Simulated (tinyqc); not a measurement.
Quantum-confined Stark effect in a modulator well: sweeps and comparisons. A value that a table varies takes the place of the one given here.

Envelopes on cells of 0.5 angstrom over the well |z| < L/2 and 45 angstrom of barrier on each side, psi = 0 beyond, psi'/m continuous (mean mass between points), c = hbar^2/2m0. The electron sees + e F z and the hole - e F z, each with its offset in the barriers; 1 kV/cm = 1e-5 eV/angstrom. Light holes, band mixing and escape by tunnelling are left out.

Exciton: in-plane function exp(-rho/lam), 1/mu = 1/me + 1/mp, E(lam) = c/(mu lam^2) - (q/eps) times the integral over k of Fm(k)(1 + (k lam/2)^2)^(-3/2), Fm(k) the double integral of psi_e^2 psi_h^2 exp(-k |z - z'|), q = e^2/(4 pi eps0); binding Eb = -E at the minimum. Line at Eg + E_e + E_h - Eb, strength proportional to overlap^2/lam^2.

Constants: hbar^2/2m0 = 3.80998211 eV angstrom^2; e^2/(4 pi eps0) = 14.39964547 eV angstrom; hc = 1239.841984 eV nm.

Parameters, chosen for this exercise (near those of a Ge well in SiGe, direct gap; shifted at random, so the results belong to these values and not to a real crystal):
- L = 124 angstrom (well width)
- Vc = 0.407 eV (conduction offset)
- Vv = 0.116 eV (heavy-hole offset)
- me = 0.0434 m0 (electron, well)
- meb = 0.0553 m0 (electron, barrier)
- mh = 0.219 m0 (heavy hole along z, well)
- mhb = 0.231 m0 (heavy hole, barrier)
- Eg = 0.845 eV (gap of the well)
- mp = 0.072 m0 (heavy hole in the plane)
- eps = 15.5 (dielectric constant)
- Fs = (0, 14, 27, 41, 56, 73, 91) kV/cm (fields)
- Ls = (50, 66, 84, 104, 126, 150, 170) angstrom (widths)
- F_L = 56 kV/cm (field for this table)
- F = 56 kV/cm (field)

## Raising the field

All quantities anew; shifts from zero field.

Results:
```
F (kV/cm)  dE_e (meV)  dE_h (meV)  Eb (meV)  line shift (meV)  overlap^2  relative strength
0                0.00        0.00      3.95              0.00      0.998              1.000
14              -0.16       -0.63      3.91             -0.75      0.959              0.947
27              -0.58       -2.27      3.83             -2.73      0.867              0.828
41              -1.32       -4.96      3.72             -6.06      0.744              0.677
56              -2.46       -8.69      3.60            -10.80      0.613              0.527
73              -4.14      -13.71      3.47            -17.37      0.483              0.390
91              -6.37      -19.72      3.34            -25.48      0.371              0.281
```

The line shift grows with exponent 1.96 in F at low field and 1.74 at the end, as the carriers come up against opposite walls and the dipole begins to saturate. The hole gives 80 % of the level shift in the second row and 76 % in the last. The largest shift is 6.5 times the zero-field binding, yet 85 % of the binding survives, since the walls stop the field from pulling the pair apart. Half the strength is gone between 56 and 73 kV/cm.

## Width of the well

Zero-field line, its shift at F_L and the relative strength.

Results:
```
L (angstrom)  line at F = 0 (nm)  Eb (meV)  shift (meV)  relative strength  shift x strength (meV)
50                        1248.8      4.56        -1.21              0.974                    1.18
66                        1307.7      4.42        -2.11              0.942                    1.99
84                        1350.9      4.26        -3.81              0.866                    3.30
104                       1382.1      4.10        -6.73              0.718                    4.83
126                       1404.6      3.93       -11.27              0.507                    5.71
150                       1420.8      3.77       -17.69              0.293                    5.18
170                       1430.3      3.65       -24.08              0.164                    3.94
```

The shift grows with exponent 1.99 in L over the first two rows and 2.46 over the last two, against 4 for hard walls at second order; leakage lowers it in narrow wells and saturation in wide ones. The strength falls from 0.97 to 0.16, and the product of the two is largest at 126 angstrom.

## What each parameter does

Zero-field line, shift at F, overlap^2 and Eb at F. Each row changes one parameter from the base and keeps the others.

Results:
```
case              line (nm)  shift (meV)  overlap^2  Eb (meV)
base                 1402.9       -10.80      0.613      3.60
L = 114 angstrom     1393.5        -8.62      0.699      3.75
F = 45 kV/cm         1402.9        -7.22      0.708      3.69
Vc = 0.326 eV        1405.5       -11.06      0.604      3.57
Vv = 0.145 eV        1402.5       -10.23      0.636      3.63
me = 0.0499 m0       1407.9       -10.84      0.602      3.81
mh = 0.186 m0        1401.5       -10.51      0.637      3.60
eps = 14             1404.1       -10.71      0.613      4.26
```

The largest shifts from the base row, up to three for each result and ties (the steps differ in size, so this ranks the rows, not the parameters). line (nm): L -9.4, me +5.0, Vc +2.6; unchanged at the printed digits by F. shift (meV): F +3.58, L +2.18, Vv +0.57. overlap^2: F +0.095, L +0.086, mh +0.024; unchanged at the printed digits by eps. Eb (meV): eps +0.67, me +0.21, L +0.16; unchanged at the printed digits by mh.

Program tinyqc; command `OMP_NUM_THREADS=1 python tinyqc.py 1250165 1250166 out.jsonl`; about 0.2 s on one thread of a shared Intel(R) Xeon(R) Processor @ 2.30GHz.
